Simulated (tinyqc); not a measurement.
UHF in the 6-31g basis, for H4, spin multiplicity 3, step by step (part 3 of 3). This run ends on a higher stationary point, not on the lowest solution. Computed by tinyqc, a small Python program that keeps every step (integrals from PySCF). Command: `OMP_NUM_THREADS=1 python tinyqc.py 20266 20267 out.jsonl` (the two numbers bound the seeds that draw the settings). One thread of a shared host (Intel(R) Xeon(R) Processor @ 2.60GHz), about 0.1 s of CPU time with the checks.

Geometry (angstrom):
```
atom         x         y         z
H     0.000000  0.000000  0.000000
H     0.000000  0.000000  1.199000
H     0.000000  0.000000  2.631000
H     0.000000  0.000000  3.830000
```

## Iteration 8 (converged): orbitals

converged F(alpha) (hartree), lower triangle:
```
           1H 1s      1H 2s      2H 1s      2H 2s      3H 1s      3H 2s      4H 1s      4H 2s
1H 1s  -0.169398
1H 2s  -0.577974  -0.416066
2H 1s  -0.277319  -0.329159   0.053119
2H 2s  -0.376086  -0.357076  -0.462047  -0.406410
3H 1s   0.014867  -0.048751  -0.214548  -0.288474   0.053119
3H 2s  -0.042174  -0.114275  -0.288474  -0.300548  -0.462047  -0.406410
4H 1s  -0.004062  -0.001688   0.014867  -0.042174  -0.277319  -0.376086  -0.169398
4H 2s  -0.001688  -0.019191  -0.048751  -0.114275  -0.329159  -0.357076  -0.577974  -0.416066
```

converged F(beta) (hartree), lower triangle:
```
           1H 1s      1H 2s      2H 1s      2H 2s      3H 1s      3H 2s      4H 1s      4H 2s
1H 1s   0.427950
1H 2s  -0.133229  -0.042454
2H 1s  -0.196376  -0.240528   0.188824
2H 2s  -0.185611  -0.187937  -0.347885  -0.269025
3H 1s  -0.039622  -0.102042  -0.215450  -0.278911   0.188824
3H 2s  -0.082895  -0.156743  -0.278911  -0.286087  -0.347885  -0.269025
4H 1s  -0.012448  -0.026166  -0.039622  -0.082895  -0.196376  -0.185611   0.427950
4H 2s  -0.026166  -0.059398  -0.102042  -0.156743  -0.240528  -0.187937  -0.133229  -0.042454
```

X, lower triangle:
```
           1H 1s      1H 2s      2H 1s      2H 2s      3H 1s      3H 2s      4H 1s     4H 2s
1H 1s   1.254366
1H 2s  -0.499930   1.634058
2H 1s   0.004029   0.066445   1.277376
2H 2s   0.015139  -0.751527  -0.598638   2.116780
3H 1s  -0.009715  -0.015356   0.014975   0.089595   1.277376
3H 2s   0.029007   0.282931   0.089595  -0.874140  -0.598638   2.116780
4H 1s  -0.000339  -0.010453  -0.009715   0.029007   0.004029   0.015139   1.254366
4H 2s  -0.010453  -0.095586  -0.015356   0.282931   0.066445  -0.751527  -0.499930  1.634058
```

Diagonalise F' = X^T F X, C = X C', fill 3 alpha and 1 beta electrons from the bottom; D(s) = C_occ C_occ^T. Each column has its largest component positive (the first on a tie).

F' = X^T F X (alpha) (hartree), lower triangle:
```
           1          2          3          4          5          6          7         8
1   0.342956
2  -0.679346   0.145266
3  -0.101740  -0.058689   0.574789
4  -0.126398  -0.180281  -0.657452   0.328516
5   0.015195   0.030356  -0.064868  -0.088359   0.574789
6   0.073818   0.014694  -0.088359  -0.249885  -0.657452   0.328516
7  -0.011639  -0.020167   0.015195   0.073818  -0.101740  -0.126398   0.342956
8  -0.020167   0.003760   0.030356   0.014694  -0.058689  -0.180281  -0.679346  0.145266
```

orbital energies (alpha) (hartree): MO1 -0.648749, MO2 -0.572232, MO3 -0.299847, MO4 0.184650, MO5 0.907956, MO6 0.917748, MO7 1.109536, MO8 1.183993

coefficients C (alpha):
```
            MO1        MO2        MO3        MO4        MO5        MO6        MO7        MO8
1H 1s  0.221105   0.289061   0.225012  -0.092165   0.807536  -0.902648  -0.407303  -0.017385
1H 2s  0.233730   0.379697   0.568881  -0.782536  -0.790369   1.013793   0.649500  -0.608045
2H 1s  0.193356   0.116109  -0.178710   0.248059   0.392477   0.028467   0.861747  -0.980447
2H 2s  0.202231   0.111411  -0.483538   1.276185  -0.130682  -0.373099  -0.848894   1.861322
3H 1s  0.193356  -0.116109  -0.178710  -0.248059   0.392477  -0.028467   0.861747   0.980447
3H 2s  0.202231  -0.111411  -0.483538  -1.276185  -0.130682   0.373099  -0.848894  -1.861322
4H 1s  0.221105  -0.289061   0.225012   0.092165   0.807536   0.902648  -0.407303   0.017385
4H 2s  0.233730  -0.379697   0.568881   0.782536  -0.790369  -1.013793   0.649500   0.608045
```

F' = X^T F X (beta) (hartree), lower triangle:
```
           1          2          3          4          5          6          7         8
1   0.822959
2  -0.454371   0.351811
3  -0.095068  -0.054536   0.677202
4  -0.083477  -0.168407  -0.607131   0.388826
5  -0.016095  -0.003568  -0.066378  -0.085622   0.677202
6   0.034952  -0.025994  -0.085622  -0.255768  -0.607131   0.388826
7  -0.005631  -0.018108  -0.016095   0.034952  -0.095068  -0.083477   0.822959
8  -0.018108   0.000711  -0.003568  -0.025994  -0.054536  -0.168407  -0.454371  0.351811
```

orbital energies (beta) (hartree): MO1 -0.453808, MO2 -0.066974, MO3 0.150728, MO4 0.323509, MO5 1.020765, MO6 1.089124, MO7 1.196047, MO8 1.222207

coefficients C (beta):
```
            MO1        MO2        MO3        MO4        MO5        MO6        MO7        MO8
1H 1s  0.077327   0.144020   0.143867  -0.049426   0.642240   0.938616  -0.691649   0.054228
1H 2s  0.063972   0.316113   0.763721  -0.964371  -0.441431  -0.831167   0.801602  -0.658217
2H 1s  0.223909   0.157823  -0.087408   0.193460   0.671646   0.045136   0.676081  -0.986270
2H 2s  0.365536   0.365359  -0.424021   1.297356  -0.440225   0.138912  -0.710773   1.846311
3H 1s  0.223909  -0.157823  -0.087408  -0.193460   0.671646  -0.045136   0.676081   0.986270
3H 2s  0.365536  -0.365359  -0.424021  -1.297356  -0.440225  -0.138912  -0.710773  -1.846311
4H 1s  0.077327  -0.144020   0.143867   0.049426   0.642240  -0.938616  -0.691649  -0.054228
4H 2s  0.063972  -0.316113   0.763721   0.964371  -0.441431   0.831167   0.801602   0.658217
```

D(alpha) after iteration 8, lower triangle:
```
           1H 1s      1H 2s      2H 1s      2H 2s      3H 1s      3H 2s     4H 1s     4H 2s
1H 1s   0.183074
1H 2s   0.289440   0.522425
2H 1s   0.036102  -0.012385   0.082805
2H 2s  -0.031883  -0.185506   0.138452   0.287119
3H 1s  -0.031023  -0.100558   0.055842   0.112580   0.082805
3H 2s  -0.096293  -0.270111   0.112580   0.262294   0.138452   0.287119
4H 1s   0.015962   0.069929  -0.031023  -0.096293   0.036102  -0.031883  0.183074
4H 2s   0.069929   0.234086  -0.100558  -0.270111  -0.012385  -0.185506  0.289440  0.522425
```

D(beta) after iteration 8, lower triangle:
```
          1H 1s     1H 2s     2H 1s     2H 2s     3H 1s     3H 2s     4H 1s     4H 2s
1H 1s  0.005980
1H 2s  0.004947  0.004092
2H 1s  0.017314  0.014324  0.050135
2H 2s  0.028266  0.023384  0.081847  0.133616
3H 1s  0.017314  0.014324  0.050135  0.081847  0.050135
3H 2s  0.028266  0.023384  0.081847  0.133616  0.081847  0.133616
4H 1s  0.005980  0.004947  0.017314  0.028266  0.017314  0.028266  0.005980
4H 2s  0.004947  0.004092  0.014324  0.023384  0.014324  0.023384  0.004947  0.004092
```

## Convergence

Stop when the energy changes by less than 1e-09 hartree and every element of the error matrix X^T (F D S - S D F) X (for each spin) is below 9e-06.

Course of the cycle:
```
iteration  E (hartree)     change  largest element of the error matrix
1          -1.81854073          -                             1.21e-01
2          -1.97089064  -1.52e-01                             1.99e-02
3          -1.97894132  -8.05e-03                             6.46e-03
4          -1.98083000  -1.89e-03                             2.39e-03
5          -1.98093340  -1.03e-04                             3.57e-04
6          -1.98093433  -9.30e-07                             2.70e-05
7          -1.98093434  -6.69e-09                             7.12e-06
8          -1.98093434  -2.81e-10                             7.46e-07
```

PySCF UHF in the same basis, after a stability check = -1.99056604 hartree

Converged in 8 iterations. But the solution lies 0.00963 hartree above the reference: it is another stationary point, not the lowest one. Reruns (cap 100 unless said): DIIS 8: converged in 8 to a higher stationary point; damping 0.5: converged in 36 to a higher stationary point; level shift 0.5: converged in 29 to a higher stationary point; atomic densities as start, DIIS 8: converged in 8 to a higher stationary point.

## Populations, bond orders and dipole

overlap S, lower triangle:
```
          1H 1s     1H 2s     2H 1s     2H 2s     3H 1s     3H 2s     4H 1s     4H 2s
1H 1s  1.000000
1H 2s  0.658292  1.000000
2H 1s  0.146502  0.335356  1.000000
2H 2s  0.335356  0.661013  0.658292  1.000000
3H 1s  0.000243  0.025885  0.069393  0.251645  1.000000
3H 2s  0.025885  0.136238  0.251645  0.554044  0.658292  1.000000
4H 1s  0.000000  0.000710  0.000243  0.025885  0.146502  0.335356  1.000000
4H 2s  0.000710  0.014638  0.025885  0.136238  0.335356  0.661013  0.658292  1.000000
```

Mulliken: Z minus the diagonal of D S on the atom; Loewdin: the same with S^(1/2) D S^(1/2); Mayer order: 2 sum_s sum (D(s) S)_ij (D(s) S)_ji over the two atoms.

Charges (e):
```
atom   Mulliken    Loewdin  Mulliken spin
1H     0.030764   0.021730       0.862795
2H    -0.030764  -0.021730       0.137205
3H    -0.030764  -0.021730       0.137205
4H     0.030764   0.021730       0.862795
```

Mayer bond orders:
```
pair     order
2-1   0.074080
3-1   0.097171
3-2   0.780608
4-1   0.015247
4-2   0.097171
4-3   0.074080
```

dipole moment about the origin, x y z (debye): 0.000000  0.000000  0.000000

<S^2> of the determinant (pure state: 2) = 2.003450
